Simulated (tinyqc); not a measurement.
# Threshold-voltage variability of a planar MOSFET, analytic estimates: effects of single changes

Three independent sources add in quadrature: random dopants in the depleted layer, metal-gate grains of two orientations, and roughness of the two gate edges acting through the roll-off VT = VT(long) - Vr exp(-L/l). These are first-order estimates: no three-dimensional electrostatics, no percolation.

Parameters, values chosen for the exercise; material values close to those of silicon: temperature T = 293 K; band gap Eg = 1.13 eV; relative permittivity of the semiconductor eps_r = 11.8; conduction-band density of states at T Nc = 2.7e19 cm^-3; valence-band density of states at T Nv = 2.52e19 cm^-3; channel doping Na = 3.7e17 cm^-3; oxide-equivalent thickness in inversion ti = 2.4 nm; gate length L = 90 nm; gate width W = 160 nm; metal grain size G = 4 nm; work-function difference of the two grain orientations dW = 0.1 eV; share of the orientation of higher work function p = 0.3; rms roughness of one gate edge De = 0.8 nm; correlation length of the roughness La = 30 nm; decay length of the threshold roll-off l = 21 nm; prefactor of the roll-off Vr = 1.9 V.

Constants: q = 1.602176634e-19 C, kB = 1.380649e-23 J/K, Vt = kB T/q, eps0 = 8.8541878128e-14 F/cm where lengths are in cm. Results are converted to the units shown.

Each table varies one quantity; the others keep the values above.

## Effect of the metal grain size

ni = sqrt(Nc Nv) exp(-Eg/(2 Vt)), Eg in volts; Cox = 3.9 eps0/ti; Wd = sqrt(4 eps0 eps_r Vt ln(Na/ni)/(q Na)); dopants: s1 = (q/Cox) sqrt(Na Wd/(3 L W)). Grains: Ng = L W/G^2 (at least 1), s2 = dW sqrt(p (1 - p)/Ng). Edges, with exponential correlation and u = W/La: the mean gate length has sL^2 = 2 De^2 (2/u)[1 - (1 - exp(-u))/u]; s3 = sL (Vr/l) exp(-L/l). s = sqrt(s1^2 + s2^2 + s3^2). l and Vr are held fixed.

The same in every row: s1 (mV) = 7.766; s3 (mV) = 0.7781.

Effect of the metal grain size:
```
G (nm)	s2 (mV)	s (mV)	s sqrt(L W) (mV um)
2	0.7638	7.843	0.9411
3	1.146	7.889	0.9467
5	1.909	8.035	0.9643
7	2.673	8.250	0.9900
10	3.819	8.689	1.043
14	5.346	9.461	1.135
20	7.638	10.92	1.310
```

Read the table: what changes, and by how much?

As G goes from 2 to 20 nm, s rises from 7.84 to 10.9 mV. The dopants are the largest source in the first and the last row.

## Effect of the oxide-equivalent thickness in inversion

Same model as above.

l and Vr are held fixed.

The same in every row: s2 (mV) = 1.528; s3 (mV) = 0.7781.

Results:
```
ti (nm)	s1 (mV)	s (mV)	s sqrt(L W) (mV um)
0.8	2.589	3.105	0.3726
1.6	5.178	5.454	0.6545
2	6.472	6.695	0.8034
2.4	7.766	7.953	0.9544
2.8	9.061	9.222	1.107
3.2	10.36	10.50	1.260
```

Estimate the missing row, ti = 1.2 nm.

Computed row:
```
ti (nm)	s1 (mV)	s (mV)	s sqrt(L W) (mV um)
1.2	3.883	4.245	0.5094
```

With this row back in the table: As ti goes from 0.8 to 3.2 nm, s rises from 3.10 to 10.5 mV. The dopants are the largest source in the first and the last row. s1 goes on average as ti^(1.00).

tinyqc, about 0.01 s, one thread, Intel Xeon 2.30GHz (shared host): `OMP_NUM_THREADS=1 python tinyqc.py 2090046 2090047 out.jsonl`
